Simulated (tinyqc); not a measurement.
Inside a calculation. Model: correction of a charged-defect supercell by a model charge and potential alignment (plane-averaged potentials). Computed by tinyqc, a small Python program that keeps every step. Command: `OMP_NUM_THREADS=1 python tinyqc.py 3112798 3112799 out.jsonl align walk`. One thread of a shared host (Intel(R) Xeon(R) Processor @ 2.30GHz), about 0.01 s of CPU time with the checks. Intermediate numbers are printed to about 6 digits and carried at full precision; extremes and crossings named in words are read from the listed rows.

The "true" defect charge is (1 - x) q in a Gaussian of width sigma plus x q in one of width sigma_t, so the exact answer is known; the correction sees only a single model Gaussian of width sigma_m. A Gaussian of width s has the transform rho(G) = exp(-G^2 s^2/2), normalised to 1. A uniform background cancels q, so G = 0 is left out. Potentials are those felt by a unit positive charge. E_0 is the formation energy of the isolated defect, E_cell its value in the supercell, E_lat = E_iso - E_per of the model charge, C the true less the model potential far from the defect; the exact correction is E_0 - E_cell, and the error of a scheme is E_cell plus its correction less E_0.

Inputs (values chosen for the exercise, with screening close to that of diamond):
```
quantity                                     value      unit
defect charge q                                  1         e
dielectric constant eps                       5.66         -
edge of the cubic cell L                      17.2  angstrom
width sigma of the true defect charge          1.5  angstrom
width sigma_m of the model charge              1.3  angstrom
share x of the charge in a wide tail             0         -
width sigma_t of the tail                      2.7  angstrom
formation energy of the isolated defect E_0   3.24        eV
```

Constants: e^2/(4 pi eps_0) = 14.39964548 eV angstrom.

## The supercell energy and its true error

Periodic energy E_per = (2 pi q^2/(eps L^3)) (e^2/(4 pi eps_0)) sum_(G != 0) rho(G)^2/G^2, G = (2 pi/L)(n1, n2, n3), |n_i| <= 16. Isolated energy: two Gaussians of charges q_a, q_b and widths a, b interact by q_a q_b (e^2/(4 pi eps_0 eps)) sqrt(2/pi)/sqrt(a^2 + b^2), and the self-energy is half the sum over pairs. Supercell value E_cell = E_0 + E_per - E_iso for the true charge.

E_iso, true charge = 0.478453 eV

E_per, true charge = 0.275684 eV

E_cell = 3.03723 eV

exact correction = 0.202769 eV

## Lattice energy of the model charge

E_lat = E_iso - E_per for the model charge; point-charge value alpha q^2 e^2/(4 pi eps_0 eps 2 L) with alpha = 2.837297.

E_iso, model = 0.552061 eV

E_per, model = 0.347533 eV

E_lat = 0.204528 eV

point-charge value = 0.209837 eV

## Plane-averaged potentials

Plane-averaged potential at distance z from the defect: V(z) = (4 pi q/(eps L^3)) (e^2/(4 pi eps_0 e)) sum_(m != 0) rho(G_m) cos(G_m z)/G_m^2, G_m = 2 pi m/L, |m| <= 40.

Potentials (V):
```
z/L   z (angstrom)        true      model   difference
0.00          0.00   0.0972946   0.104158  -0.00686319
0.05          0.86   0.0892713   0.094646  -0.00537460
0.10          1.72   0.0681850   0.070472  -0.00228692
0.15          2.58   0.0406455   0.040466   0.00017915
0.20          3.44   0.0126588   0.011327   0.00133137
0.25          4.30  -0.0123920  -0.014070   0.00167814
0.30          5.16  -0.0332163  -0.034965   0.00174835
0.35          6.02  -0.0494693  -0.051227   0.00175817
0.40          6.88  -0.0610853  -0.062844   0.00175914
0.45          7.74  -0.0680555  -0.069815   0.00175921
0.50          8.60  -0.0703789  -0.072138   0.00175921
```

The difference moves by 0.00 mV between z/L = 0.4 and 0.5: a plateau.

## Alignment and corrected energy

C = difference at z = L/2; E_corr = E_cell + E_lat - q C. For charges that have died out at L/2, C = (2 pi q/(eps L^3)) (e^2/(4 pi eps_0 e)) (<s^2> - sigma_m^2), <s^2> = (1 - x) sigma^2 + x sigma_t^2.

alignment C = 0.00175921 V

C, closed form = 0.00175921 V

E_corr = 3.24000 eV

error with alignment (rounded to 1e-4 meV) = 0 meV

error without alignment = 1.75921 meV

error with the point-charge term alone = 7.06822 meV

error without correction = -202.769 meV

Errors are measured against E_0. Alignment cuts the error of the model charge from 1.8 to below 0.001 meV.

## Errors against cell size

Schemes: none; point-charge term alpha q^2 e^2/(4 pi eps_0 eps 2 L), alpha = 2.837297; E_lat of the model; E_lat - q C with C at z = L/2.

Error against E_0 (meV):
```
L (angstrom)      none  point charge  model charge  model and alignment
12.0          -279.952       20.8139       5.18035           0.00452289
14.6          -235.648       11.5568       2.87637           0.00004811
17.2          -202.769        7.0682       1.75921           0.00000026
20.6          -171.089        4.1143       1.02400           0.00000000
25.8          -137.797        2.0943       0.52125           0.00000000
```

Between the last two rows the uncorrected error scales as L^-0.96 and the point-charge remainder as L^-3.00. With alignment the error is 0.0 meV in the smallest cell and 0.00 meV in the largest.

Checks made by the program: E_lat against the point-charge value less 2 pi q^2 sigma_m^2 e^2/(4 pi eps_0 eps L^3) (relative difference 2e-07).
